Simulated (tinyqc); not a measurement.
Froehlich polaron in a polar crystal: one step, computed by the program tinyqc. Command: `OMP_NUM_THREADS=1 python tinyqc.py 3030655 3030656 out.jsonl frohlich walk`. One thread of a shared host (Intel(R) Xeon(R) Processor @ 2.30GHz), about 0.07 s of CPU time with the checks.

One electron in a parabolic band of mass m*, coupled to dispersionless LO phonons in the continuum model. Energies are in units of hbar omega unless marked, wave numbers in k_0 = sqrt(2 m* omega/hbar).

Problem. Coupling constant and length scale. 1/eps* = 1/eps_inf - 1/eps_s; k_0 = sqrt(2 m* omega/hbar) = sqrt(m* hbar omega / (hbar^2/(2 m_0))) with m* in m_0; alpha = (e^2/(4 pi eps_0)) k_0/(2 eps* hbar omega); polaron length 1/k_0.

Inputs (values chosen for the exercise, for a model crystal): band mass m* = 1.43 m_0; LO phonon energy hbar omega = 21.4 meV; eps_inf = 5.35; static dielectric constant eps_s = 14.2.

Constants: hbar^2/(2 m_0) = 3.80998212 eV angstrom^2; e^2/(4 pi eps_0) = 14.39964548 eV angstrom.

Give: eps*; k_0; coupling constant alpha; polaron length 1/k_0.

Solution.

eps* = 8.5842

k_0 = 0.089622 1/angstrom

coupling constant alpha = 3.5126

polaron length 1/k_0 = 11.158 angstrom

Intermediate coupling.
